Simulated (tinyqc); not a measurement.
Tunnelling through a two-layer gate stack, WKB transmission and Tsu-Esaki current: one step of the calculation.

Electrons leave the emitter at x = 0. Energies E (motion across the layers) are in eV from the emitter Fermi level; the collector Fermi level lies at -V and offers states at every E. No charge in the dielectric and no image force: F1 = V/(t1 + t2 eps1/eps2), F2 = F1 eps1/eps2; U = phi1 - F1 x in layer 1 and phi2 - F1 t1 - F2 (x - t1) in layer 2. With C = hbar^2/(2 m0), kappa = sqrt(m (U - E)/C) where U > E and 0 elsewhere; T(E) = exp(-S), S = 2 times the integral of kappa over x.

Task. WKB exponent in closed form. Each layer adds (2/F) sqrt(m/C) [G(u at its left edge) - G(u at its right edge)] to S, with u = U - E (0 where negative) and G(u) = (2/3) u^1.5. The slope follows from 1/d = -dS/dE.

Inputs (values chosen for the exercise); layer 1 close to silicon dioxide, layer 2 close to hafnium oxide:
- phi1 = 3.1 eV (barrier of layer 1 above the emitter Fermi level at zero bias)
- m1 = 0.52 m0 (tunnelling mass of layer 1)
- t1 = 0.6 nm (thickness of layer 1)
- eps1 = 4.05 (relative permittivity of layer 1)
- phi2 = 1.44 eV (barrier of layer 2 at zero bias)
- m2 = 0.2 m0 (tunnelling mass of layer 2)
- t2 = 2.5 nm (thickness of layer 2)
- eps2 = 21 (relative permittivity of layer 2)
- V = 0.5 V (voltage across the dielectric)
- E = 0 eV (energy of the electron followed)

Constants: q = 1.602176634e-19 C, hbar = 1.054571817e-34 J s, m0 = 9.1093837015e-31 kg, hbar^2/(2 m0) = 0.0380998212 eV nm^2. Results are converted to the units shown.

Give: S; T(E); energy d over which T(E) grows by a factor e.

Result.

S = 19.369
T(E) = 3.8731e-9
energy d over which T(E) grows by a factor e = 0.14530 eV

The midpoint rule gives S = 19.369, so its T(E) is 0.017 % below this value. The band edge stays above E through the whole stack: direct tunnelling through a trapezoid.

Computed by the program tinyqc: `OMP_NUM_THREADS=1 python tinyqc.py 2540162 2540163 out.jsonl`, one thread of a shared Intel Xeon 2.30GHz, about 0.03 s for the whole run.
